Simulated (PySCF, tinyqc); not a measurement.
CCSD on RHF in the sto-3g basis, for H3-, spin multiplicity 1, step by step. The basis has no diffuse functions, so it cannot describe the extra electron: this is an exercise in the method, not the real anion. The lowest restricted solution is unstable here: a spin-polarised one lies 0.0549 hartree lower (PySCF). One step of it, computed by the program tinyqc.

Problem. CCSD: starting amplitudes. t_ij^ab = <ij||ab> / (e_i + e_j - e_a - e_b), whose energy is MP2.

orbital energies (hartree): MO1 -0.079307, MO2 0.334650, MO3 0.722274

Two-electron integrals over orbitals (pq|rs), unique and non-zero (hartree):
```
(11|11) 0.533500    (21|11) -0.024992   (21|21) 0.117918    (22|11) 0.459470
(22|21) 0.035732    (22|22) 0.587901    (31|11) 0.054426    (31|21) 0.016864
(31|22) -0.091398   (31|31) 0.162150    (32|11) 0.024044    (32|21) -0.114391
(32|22) -0.037856   (32|31) -0.016428   (32|32) 0.120377    (33|11) 0.531976
(33|21) -0.023617   (33|22) 0.456674    (33|31) 0.072490    (33|32) 0.024058
(33|33) 0.556502
```

Give: Starting amplitudes; correlation energy.

Solution.

Starting amplitudes (spin orbitals 1a, 1b, ...; amplitudes related by a flip of all spins are not repeated):
```
from      to        t
2a 2b  3a 3b  -0.1553
1a 1b  3a 3b  -0.1011
1a 2b  3a 3b   0.0138
```

correlation energy = -0.035546 hartree
